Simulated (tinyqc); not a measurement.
# Van der Pauw, Hall and four-point-probe measurements on a doped layer, step by step

Numbers from tinyqc (`OMP_NUM_THREADS=1 python tinyqc.py 2850115 2850116 out.jsonl`; about 0.04 s on one thread of a shared Intel Xeon 2.30GHz). Printed values are rounded.

A uniform p-type layer with sheet resistance Rs = 1/(q ns mu), point contacts, low field (mu B small).

Parameters, values chosen for the exercise:

| symbol | value | unit | meaning |
|---|---|---|---|
| ns | 7.4e11 | cm^-2 | sheet density of the layer |
| mu | 45 | cm^2/(V s) | drift mobility |
| rH | 1 |  | Hall factor |
| B | 1 | T | magnetic field |
| I | 10 | uA | current |
| ar | 1.03 |  | side ratio a/b of a rectangular sample with corner contacts |
| t | 660 | nm | thickness of the layer |

Constants: q = 1.602176634e-19 C. Results are converted to the units shown.

## Resistances and Hall voltage

Rs = 1/(q ns mu). For a rectangle with contacts at the corners, RA = (8 Rs/pi) sum_(k>=0) ln coth((2k + 1) pi a/(2 b)) with current along a short side b and voltage along the opposite one, RB the same with a and b exchanged; Hall voltage VH = rH B I/(q ns), negative for electrons.

Rs = 1.874327e5 ohm/square
RA = 37618.70 ohm
RB = 45339.58 ohm
VH = 8.434472 mV

RB/RA = 1.21; for a square both equal Rs ln 2/pi = 41400 ohm.

## Starting value

z = 2 ln 2/(pi (RA + RB)), exact for RA = RB.

z at the start = 0.005319195 mS

## Iteration 1: new z

The van der Pauw equation exp(-pi RA z) + exp(-pi RB z) = 1 is solved for z = 1/Rs: e1 = exp(-pi RA z), e2 = exp(-pi RB z), f = e1 + e2 - 1, f' = -pi (RA e1 + RB e2), z(new) = z - f/f'.

e1 = 0.5333186
e2 = 0.4687630
f = 0.002081544
f' = -129.7989 kohm
z after iteration 1 = 0.005335231 mS

## Iteration 2: new z

As before.

e1 = 0.5323087
e2 = 0.4676934
f = 2.179251e-6
f' = -129.5272 kohm
z after iteration 2 = 0.005335248 mS

## Course of the iteration

Stop when the step is below 1e-10 mS, or after 40 iterations.

Course of the iteration:
```
iteration  z before the step (mS)  step (mS)
1                     0.005319195    1.60e-5
2                     0.005335231    1.68e-8
3                     0.005335248   1.85e-14
```

Converged in 3 iterations.

## Sheet density, mobility and bulk values

converged z = 0.005335248 mS

Rs = 1/z; Hall sheet density B I/(q |VH|); Hall mobility |VH|/(Rs B I); true values ns = rH times the Hall density, mu = Hall mobility/rH; bulk density ns/t, resistivity Rs t; correction factor F = Rs/[(pi/ln 2)(RA + RB)/2].

Rs = 1.874327e5 ohm/square
Hall sheet density = 7.4e11 cm^-2
Hall mobility = 45 cm^2/(V s)
ns = 7.4e11 cm^-2
mu = 45 cm^2/(V s)
bulk density = 1.121212e16 cm^-3
resistivity = 12.37056 ohm cm
F = 0.9969910

Taking the mean of RA and RB without F would overstate Rs by 0.30 %.
